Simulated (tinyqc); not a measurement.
Exciton band: Bethe-Salpeter matrix of a two-band chain (Tamm-Dancoff form).

One valence and one conduction band, lattice period 1, mesh k = 2 pi j/N. Pair energies D(k) = Eg + 2 t sum(1 - cos k), t = tc + tv. Screened attraction W(R) = U at R = 0 and V/|R| otherwise, R over the N cells with the nearest image; W(q) = sum_R W(R) cos(q R). H(k, k') = D(k) delta - W(k - k')/Nk + 2 J/Nk for singlets (J = 0 for triplets), Nk the number of k points. With a constant transition dipole the strength of a state is f = (sum_k A_k)^2/Nk, and the f sum to 1.

Inputs chosen for the exercise:

| symbol | value | unit | meaning |
|---|---|---|---|
| Eg | 3.5 | eV | quasiparticle gap |
| tc | 0.67 | eV | conduction hopping |
| tv | 0.19 | eV | valence hopping |
| U | 1.56 | eV | attraction in the same cell |
| V | 0.6 | eV | attraction at one cell distance |
| J | 0.18 | eV | exchange in the same cell |

Triplets, solved in the electron-hole distance R on a ring of 60 cells, total momentum Q: D = Eg + 2 tc (1 - cos(k + Q/2)) + 2 tv (1 - cos(k - Q/2)), so the hopping in R has size |t(Q)| = sqrt(tc^2 + tv^2 + 2 tc tv cos Q) and the continuum starts at Eg + 2 (tc + tv) - 2 |t(Q)|.

Results:

| Q/pi | \|t(Q)\| (eV) | continuum edge (eV) | exciton (eV) | binding (eV) | weight at R = 0 |
|---|---|---|---|---|---|
| 0.000 | 0.8600 | 3.5000 | 2.6921 | 0.8079 | 0.555 |
| 0.167 | 0.8399 | 3.5401 | 2.7253 | 0.8149 | 0.562 |
| 0.333 | 0.7825 | 3.6550 | 2.8191 | 0.8360 | 0.584 |
| 0.500 | 0.6964 | 3.8272 | 2.9560 | 0.8712 | 0.620 |
| 0.667 | 0.5981 | 4.0238 | 3.1059 | 0.9179 | 0.668 |
| 0.833 | 0.5143 | 4.1914 | 3.2266 | 0.9648 | 0.715 |
| 1.000 | 0.4800 | 4.2600 | 3.2737 | 0.9863 | 0.735 |

The exciton band is 0.5816 eV wide, against 0.7600 eV for the edge of the continuum: binding narrows it, since electron and hole must hop together. The binding grows from 0.808 to 0.986 eV as |t(Q)| falls. Between the first two rows the exciton rises 0.83 times as much as the edge, so it is heavier than the free pair.

Run: tinyqc, `OMP_NUM_THREADS=1 python tinyqc.py 1251993 1251994 out.jsonl`; Intel(R) Xeon(R) Processor @ 2.30GHz, one thread, shared host; about 0.2 s of CPU time with all checks.
